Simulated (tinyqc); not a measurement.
# Trench capacitor in an array: capacitance, non-linearity, leakage and relaxation: several studies

A film between two metal electrodes, each interface adding a series capacitance ci. The small-signal permittivity is ek (1 + aq E^2); the field is found with the linear permittivity. Leakage J = J0 sinh(E/Ef). After a voltage step the film passes a relaxation current kr C V tt^(-nr), tt being the time in seconds. The sidewall is a coaxial capacitor with radii a = dm/2 - t and b = dm/2, depth AR dm; the end face is left out.

Inputs (values chosen for the exercise); permittivity of the order of that of titanium dioxide: relative permittivity of the film ek = 73.5; film thickness t = 28 nm; capacitance of each electrode interface (dead layer and screening) ci = 48 uF/cm^2; quadratic field coefficient of the permittivity aq = 0.024 cm^2/MV^2; bias V = 0.5 V; exponent of the relaxation current nr = 0.925; strength of the relaxation kr = 0.0048; leakage prefactor J0 = 4.9e-10 A/cm^2; field for an e-fold rise of the leakage Ef = 0.28 MV/cm; diameter of the hole dm = 180 nm; aspect ratio, depth over diameter AR = 30; pitch of the square array pt = 260 nm; resistivity of the inner electrode rho = 430 uohm cm; duration of the write pulse t0 = 1e-7 s.

Constants: eps0 = 8.8541878128e-14 F/cm where lengths are in cm. Results are converted to the units shown.

Each table varies one quantity; the others keep the values above.

## Capacitance, non-linearity and leakage against thickness

Planar film: Cf = eps0 ek/t, 1/C = 1/Cf + 2/ci, EOT = 3.9 eps0/C, effective permittivity C t/eps0, E = (V/t) C/Cf; quadratic coefficient [C(V)/C - 1]/V^2 with Cf (1 + aq E^2) in C(V).

Capacitance, non-linearity and leakage against thickness:
```
t (nm)	C (uF/cm^2)	EOT (nm)	effective permittivity	E (MV/cm)	quadratic coefficient (ppm/V^2)	J (A/cm^2)
2.5	12.49	0.2765	35.26	0.9594	4.191e4	7.530e-9
3.7	10.15	0.3402	42.42	0.7798	3.348e4	3.954e-9
5.5	7.925	0.4357	49.23	0.6089	2.377e4	2.128e-9
8.2	5.964	0.5790	55.23	0.4582	1.513e4	1.211e-9
12	4.424	0.7806	59.95	0.3399	9040	7.520e-10
18	3.142	1.099	63.88	0.2414	4861	4.768e-10
27	2.190	1.577	66.79	0.1683	2470	3.126e-10
40	1.524	2.266	68.83	0.1171	1232	2.109e-10
60	1.038	3.328	70.32	0.07973	583.9	1.414e-10
```

What does the comparison show?

C falls from 12.5 to 1.04 uF/cm^2 while the effective permittivity goes from 35.3 to 70.3 (ek = 73.5). EOT is a straight line in t with slope 3.9/ek = 0.0531 and intercept 0.144 nm. The quadratic coefficient goes as t^(-0.57) between the first two rows and t^(-1.84) between the last two (-2 without interfaces), and J falls by 1.73 decades. For t = 2.5, 3.7 direct tunnelling, left out, would add to the leakage.

## Cell against the film thickness

Per length 1/c = ln(b/a)/(2 pi eps0 ek) + (1/a + 1/b)/(2 pi ci); cell capacitance c AR dm; per footprint over pt^2; fields c V/(2 pi eps0 ek r) at r = a and b; resistance of the inner electrode rho AR dm/(pi a^2); time constant R C/3 of the distributed line.

Cell against the film thickness:
```
t (nm)	cell capacitance (fF)	per footprint (uF/cm^2)	field at a (MV/cm)	field at b (MV/cm)	R (kohm)	R C/3 (ps)
9.3	156.7	231.8	0.4396	0.3942	1.135	59.27
13	117.0	173.1	0.3442	0.2944	1.247	48.63
17	90.87	134.4	0.2819	0.2286	1.387	42.01
23	66.83	98.86	0.2259	0.1681	1.647	36.68
31	47.97	70.96	0.1841	0.1207	2.123	33.95
42	32.86	48.61	0.1550	0.08268	3.208	35.14
56	21.47	31.76	0.1430	0.05402	6.394	45.76
```

As t goes from 9.3 to 56, the cell capacitance falls from 157 to 21.5 fF, the capacitance per footprint falls from 232 to 31.8 uF/cm^2, the ratio of the two fields rises from 1.12 to 2.65 and R C/3 goes from 59.3 through a minimum of 34.0 (at t = 31 among the rows listed) to 45.8 ps; the time constant goes as t^(-0.59) between the first two rows and t^(0.92) between the last two.

## Charge lost after writing

Planar film: Cf = eps0 ek/t, 1/C = 1/Cf + 2/ci, EOT = 3.9 eps0/C, effective permittivity C t/eps0, E = (V/t) C/Cf. A capacitor written for t0 and then left open loses, as a share of C V, kr (tt^(1 - nr) - t0^(1 - nr))/(1 - nr) by relaxation and J tt/(C V) by leakage; both are taken as small, and rows far outside that range are left out.

The same in every row: leakage current (nA/cm^2) = 0.30124.

Charge lost after writing:
```
tt (s)	relaxation current (nA/cm^2)	loss by relaxation (%)	loss by leakage (%)	total loss (%)
1e-6	1.8045e6	0.36016	2.8432e-8	0.36016
1e-5	2.1446e5	0.78821	2.8432e-7	0.78821
0.0001	25489	1.2970	2.8432e-6	1.2970
0.001	3029.3	1.9016	2.8432e-5	1.9016
0.01	360.04	2.6202	2.8432e-4	2.6205
0.1	42.790	3.4743	0.0028432	3.4771
1	5.0856	4.4894	0.028432	4.5178
10	0.60443	5.6958	0.28432	5.9801
100	0.071836	7.1296	2.8432	9.9728
```

The two currents are equal at tt = 21.2 s. The loss by relaxation grows from 0.360 to 7.13 %, by 0.428 points over the first decade and 1.43 over the last, while the loss by leakage grows tenfold a decade. Relaxation is the larger loss in every row.

Numbers from tinyqc (`OMP_NUM_THREADS=1 python tinyqc.py 2102064 2102065 out.jsonl`; about 0.01 s on one thread of a shared Intel Xeon 2.30GHz).
